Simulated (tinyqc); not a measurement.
What moves the results: band gaps under pressure and temperature from deformation potentials. A value that a table varies takes the place of the one given here.

Murnaghan: V/V0 = (1 + Bp P/B0)^(-1/Bp), B0 = (C11 + 2 C12)/3. Each gap moves by a ln(V/V0) with its volume potential a, and falls with temperature by aV T^2/(T + bV) (Varshni); the two effects are added. No change of phase is considered.

Constants: hc = 1239.841984 eV nm.

Parameters, chosen for this exercise (near those of GaAs, the X and L potentials typical of such crystals; the results hold for these values, not for the real material):

| symbol | value | unit | meaning |
|---|---|---|---|
| Eg | 1.537 | eV | gap at Gamma to the s-like level at 0 K, 0 GPa |
| EgX | 2.016 | eV | gap to X at 0 K, 0 GPa |
| EgL | 1.827 | eV | gap to L at 0 K, 0 GPa |
| C11 | 121.6 | GPa |  |
| C12 | 56.6 | GPa |  |
| Bp | 4.43 |  | pressure derivative of the bulk modulus |
| aG | -8.24 | eV | volume potential of the Gamma gap |
| aX | 1.83 | eV | volume potential of the X gap |
| aL | -3.68 | eV | volume potential of the L gap |
| aV | (0.526, 0.455, 0.589) | meV/K | Varshni alpha of Gamma, X, L |
| bV | (196, 189, 198) | K | Varshni beta of Gamma, X, L |
| T | 400 | K | temperature |
| P | 1.2 | GPa | pressure |

## Gaps against pressure

The last column is the linear form E0 + c1 P for Gamma, c1 = -aG/B0.

Gaps (eV):

| P (GPa) | ln(V/V0) | Gamma | X | L | lowest | Gamma, linear |
|---|---|---|---|---|---|---|
| 0.00 | 0.0000 | 1.396 | 1.892 | 1.669 | Gamma | 1.396 |
| 0.75 | -0.0094 | 1.473 | 1.875 | 1.704 | Gamma | 1.475 |
| 1.50 | -0.0184 | 1.547 | 1.859 | 1.737 | Gamma | 1.554 |
| 2.25 | -0.0271 | 1.619 | 1.843 | 1.769 | Gamma | 1.633 |
| 3.00 | -0.0354 | 1.688 | 1.828 | 1.800 | Gamma | 1.712 |
| 3.75 | -0.0434 | 1.754 | 1.813 | 1.829 | Gamma | 1.791 |
| 4.50 | -0.0512 | 1.818 | 1.799 | 1.858 | X | 1.870 |
| 5.25 | -0.0587 | 1.880 | 1.785 | 1.886 | X | 1.949 |
| 6.00 | -0.0660 | 1.940 | 1.772 | 1.912 | X | 2.027 |

Over 6 GPa Gamma moves by +0.544, L by +0.243 and X by -0.121 eV. The lowest valley changes: Gamma to X between 3.75 and 4.50 GPa, and the fundamental gap peaks at 1.799 eV on these points. The linear form overshoots by 88 meV at the end, because the crystal stiffens; the gap is linear in ln V, not in P.

## Gaps against temperature

At the pressure P; wavelength hc/E of the lowest gap.

Gaps (eV):

| T (K) | Gamma | X | L | lowest | wavelength (nm) |
|---|---|---|---|---|---|
| 0 | 1.6592 | 1.9889 | 1.8816 | Gamma | 747.2 |
| 50 | 1.6539 | 1.9841 | 1.8757 | Gamma | 749.7 |
| 100 | 1.6415 | 1.9731 | 1.8618 | Gamma | 755.3 |
| 200 | 1.6061 | 1.9421 | 1.8224 | Gamma | 772.0 |
| 300 | 1.5638 | 1.9051 | 1.7751 | Gamma | 792.8 |
| 400 | 1.5180 | 1.8653 | 1.7240 | Gamma | 816.7 |
| 500 | 1.4703 | 1.8238 | 1.6706 | Gamma | 843.3 |
| 600 | 1.4213 | 1.7812 | 1.6159 | Gamma | 872.3 |

From 0 to 100 K the Gamma gap falls by 17.8 meV, from 500 to 600 K by 49.0 meV: quadratic below bV, linear with a slope tending to aV = 0.526 meV/K above. Gamma stays lowest. A pressure of 0.91 GPa, with the slope -aG/B0 at zero pressure, would undo the fall of the Gamma gap from 0 to 300 K.

## What each parameter does

Gaps at P and T. Each row changes one parameter from the base and keeps the others.

Results:

| case | Gamma (eV) | X (eV) | L (eV) |
|---|---|---|---|
| base | 1.5180 | 1.8653 | 1.7240 |
| T = 450 K | 1.4943 | 1.8447 | 1.6975 |
| C11 = 109.44 GPa | 1.5245 | 1.8638 | 1.7269 |
| C12 = 50.94 GPa | 1.5240 | 1.8639 | 1.7267 |
| Bp = 4.873 | 1.5176 | 1.8653 | 1.7238 |
| aG = -9.064 eV | 1.5302 | 1.8653 | 1.7240 |
| aX = 2.013 eV | 1.5180 | 1.8625 | 1.7240 |
| aL = -3.312 eV | 1.5180 | 1.8653 | 1.7185 |
| P = 1.08 GPa | 1.5062 | 1.8679 | 1.7187 |

The largest shifts from the base row, up to three for each result and ties (the steps differ in size, so this ranks the rows, not the parameters). Gamma (eV): T -0.0237, aG +0.0122, P -0.0119; unchanged at the printed digits by aX and aL. X (eV): T -0.0206, aX -0.0027, P +0.0026; unchanged at the printed digits by Bp, aG and aL. L (eV): T -0.0265, aL -0.0055, P -0.0053; unchanged at the printed digits by aG and aX.

(tinyqc, `OMP_NUM_THREADS=1 python tinyqc.py 1051187 1051188 out.jsonl`, Intel(R) Xeon(R) Processor @ 2.30GHz, 1 thread, shared host, about 0.01 s.)
